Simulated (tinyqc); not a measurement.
Changing the predeposition time t1: two-step dopant diffusion (predeposition and drive-in) with a constant diffusivity. Computed by tinyqc, a small Python program. Command: `OMP_NUM_THREADS=1 python tinyqc.py 3030203 3030204 out.jsonl dopdiff sweep`. One thread of a shared host (Intel(R) Xeon(R) Processor @ 2.30GHz), about 0.1 s of CPU time with the checks.

Fick diffusion into a half space x > 0 whose background doping C_B is of the opposite type, so that a junction lies where C = C_B.

Inputs (values chosen for the exercise, modelled on boron in silicon): prefactor D0 = 1.11 cm^2/s; activation energy E = 3.53 eV; surface concentration C_s = 1.7e+20 1/cm^3; background doping C_B = 6.6e+14 1/cm^3; predeposition temperature T1 = 925 C; drive-in temperature T2 = 1125 C; drive-in time t2 = 20 min; mean mobility in the layer mu = 190 cm^2/(V s).

Furnace ramps of the drive-in: none.

Constants: k_B = 8.617333262e-05 eV/K; e = 1.602176634e-19 C.

Method:
- D = D0 exp(-E/(k_B T)).
- Temperatures in kelvin are T(C) + 273.15.
- Times in seconds are 60 times the minutes.
- (Dt)2 = D2 t2, t2 in seconds.
- C = C_s erfc(x/(2 sqrt(D1 t1))); dose Q = 2 C_s sqrt(D1 t1/pi); the junction solves erfc(z) = C_B/C_s with x_j = 2 z sqrt(D1 t1).
- With a sealed surface and a thin source, C = Q/sqrt(pi (Dt)2) exp(-x^2/(4 (Dt)2)); x_j = 2 sqrt((Dt)2 ln(C(0)/C_B)); gradient at the junction |dC/dx| = C_B x_j/(2 (Dt)2).
- Net dose Q_net = Q erf(x_j/(2 sqrt((Dt)2))) - C_B x_j; R_s = 1/(e mu Q_net), with every dopant ionised and one mobility.
- Exact two-step profile: C = (2 C_s/pi) int_0^alpha exp(-beta (1 + u^2))/(1 + u^2) du with alpha = sqrt(D1 t1/(Dt)2), beta = x^2/(4 (D1 t1 + (Dt)2)).
- The integral takes 48 Gauss-Legendre points; solve C(x) = C_B.

One run for each value; columns: (1) predeposition time t1 (min); (2) dose Q (1/cm^2); (3) sheet resistance R_s (Gaussian) (ohm/square); (4) junction depth x_j (um); (5) exact junction depth (um):
```
(1)          (2)    (3)    (4)    (5)
2.0    8.338e+13  394.3  0.920  0.920
4.0    1.179e+14  278.8  0.938  0.939
7.9    1.657e+14  198.3  0.956  0.957
16.0   2.358e+14  139.3  0.975  0.977
31.0   3.282e+14  100.1  0.992  0.995
61.0   4.605e+14   71.4  1.009  1.016
120.0  6.458e+14   50.9  1.025  1.040
240.0  9.133e+14   36.0  1.042  1.073
```

What does the table show, and why?

Over the rows, dose Q (1/cm^2) rises from 8.34e13 to 9.13e14 (exponent d ln y / d ln x about 0.50 throughout); sheet resistance R_s (Gaussian) (ohm/square) falls from 394 to 36.0 (exponent d ln y / d ln x about -0.50 throughout); junction depth x_j (um) rises from 0.920 to 1.04 (exponent d ln y / d ln x 0.029 between the first rows and 0.024 between the last). The exponent of dose Q stays at 0.50: a constant source admits a dose that grows as sqrt(D t). The exponent of sheet resistance R_s (Gaussian) stays at -0.50: R_s is inverse to the dose. The Gaussian junction falls short of the exact one by 0.024 % in the first row and 2.9 % in the last, as the source thickens.

Caution (all rows): C_s exceeds the intrinsic carrier density of silicon at the predeposition temperature (2e18 to 1e19 per cm^3), where real diffusivities rise with concentration and profiles turn box-like. Caution (rows 61.0, 120, 240): the surface value exceeds the intrinsic carrier density during the drive-in as well. Caution (rows 240): the drive-in budget is under fifteen times D1 t1, so the source is not thin and the Gaussian junction is too shallow.
